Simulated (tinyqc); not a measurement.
## p-n diode, drift-diffusion by the Gummel loop with Scharfetter-Gummel fluxes: current against voltage in the dark

Abrupt junction at x = 0, p side from -Lp, n side to Ln, ohmic contacts. psi is counted from the intrinsic level; n = ni exp((psi - phin)/Vt), p = ni exp((phip - psi)/Vt). Contacts: p side psi = V - Vt ln(Na/ni), p = Na, n = ni^2/Na; n side psi = Vt ln(Nd/ni), n = Nd, p = ni^2/Nd. Constant mobilities, D = mu Vt, Boltzmann statistics, SRH recombination through a mid-gap level, U = (n p - ni^2)/(tp (n + ni) + tn (p + ni)). Current is positive from the p contact to the n contact.

ni = sqrt(Nc Nv) exp(-Eg/(2 Vt)), Eg in volts. Poisson and both continuity equations are solved self-consistently with Scharfetter-Gummel fluxes on a graded mesh of 500 nodes. J_scr is q times the integral of U between -xp and xn. Ideal diffusion current J_id = q ni^2 [Dn coth(wp/Le)/(Le Na) + Dp coth(wn/Lh)/(Lh Nd)] (exp(V/Vt) - 1), Le = sqrt(Dn tn), Lh = sqrt(Dp tp), wp = Lp - xp, wn = Ln - xn, with xp and xn from the depletion approximation (W = sqrt(2 eps0 eps_r (Vbi - V)(1/Na + 1/Nd)/q), xp = W Nd/(Na + Nd), xn = W Na/(Na + Nd), Vbi = Vt ln(Na Nd/ni^2)). Ideality factor = 0.004 V/(Vt ln[J(V + 0.004 V)/J(V)]). Here G = 0.

Inputs (values chosen for the exercise); band and dielectric values close to those of In0.53Ga0.47As: temperature T = 300 K; band gap Eg = 0.734 eV; relative permittivity eps_r = 14.1; conduction-band density of states at T Nc = 2.07e17 cm^-3; valence-band density of states at T Nv = 7.64e18 cm^-3; acceptor density of the p side Na = 3.3e17 cm^-3; donor density of the n side Nd = 5.2e16 cm^-3; electron mobility mun = 5300 cm^2/(V s); hole mobility mup = 150 cm^2/(V s); SRH lifetime of electrons tn = 5e-10 s; SRH lifetime of holes tp = 2e-9 s; length of the p side Lp = 4.7 um; length of the n side Ln = 3.8 um; uniform generation rate G = 0 cm^-3 s^-1.

Constants: q = 1.602176634e-19 C, kB = 1.380649e-23 J/K, Vt = kB T/q, eps0 = 8.8541878128e-14 F/cm where lengths are in cm. Results are converted to the units shown.

Current against voltage in the dark:
columns A: V (V); B: J (A/cm^2); C: ideality factor; D: J_scr/J (%); E: J_id (A/cm^2); F: share recombining at the contacts (%); G: larger minority/doping at -xp and xn
```
A           B     C     D        E      F        G
0.12  0.00102  1.70  97.0  3.07e-5  0.680  4.37e-8
0.17  0.00315  1.71  93.2  2.14e-4   1.54  3.00e-7
0.22  0.00998  1.62  85.1  0.00148   3.36  2.06e-6
0.26   0.0269  1.49  74.1  0.00697   5.85  9.57e-6
0.31    0.107  1.31  54.8   0.0482   10.2  6.52e-5
0.36    0.508  1.17  34.5    0.333   14.8  4.42e-4
0.4      1.99  1.10  21.6     1.57   17.7  0.00202
0.45     11.9  1.07  11.1     10.8   20.2   0.0130
0.5      69.6  1.16  5.35     75.0   22.3   0.0721
```

Read the table: what changes, and by how much?

J rises from 0.00102 to 69.6 A/cm^2; the ideality factor moves up and down between 1.07 and 1.71. Recombination in the depleted layer carries over half of the current up to V = 0.31 V, where the factor is 1.31; it grows roughly as exp(V/2 Vt), so diffusion overtakes it. Where the factor is lowest (V = 0.45 V), J is 9.8 % above the ideal diffusion current.

Program tinyqc, `OMP_NUM_THREADS=1 python tinyqc.py 2240029 2240030 out.jsonl`; Intel Xeon 2.30GHz, shared host, one thread, about 0.2 s.
